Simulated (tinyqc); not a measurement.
Lattice vibrations of a chain, step by step. One step of it, computed by the program tinyqc.

Question. Frequencies. omega^2 are the eigenvalues; wavenumber = 521.4708 sqrt(eigenvalue) 1/cm.

D(q) (eV/(angstrom^2 u)):
```
,1,2
1,3.500000,-0.215124+0.473132i
2,-0.215124-0.473132i,0.798046
```

Give: eigenvalues; wavenumbers; weights |e|^2 of the mass-weighted modes.

Answer.

eigenvalues: 0.7015  3.5965

wavenumbers (1/cm): 436.8  988.9

weights |e|^2 of the mass-weighted modes:
```
,mode 1,mode 2
atom 1,0.0333,0.9667
atom 2,0.9667,0.0333
```
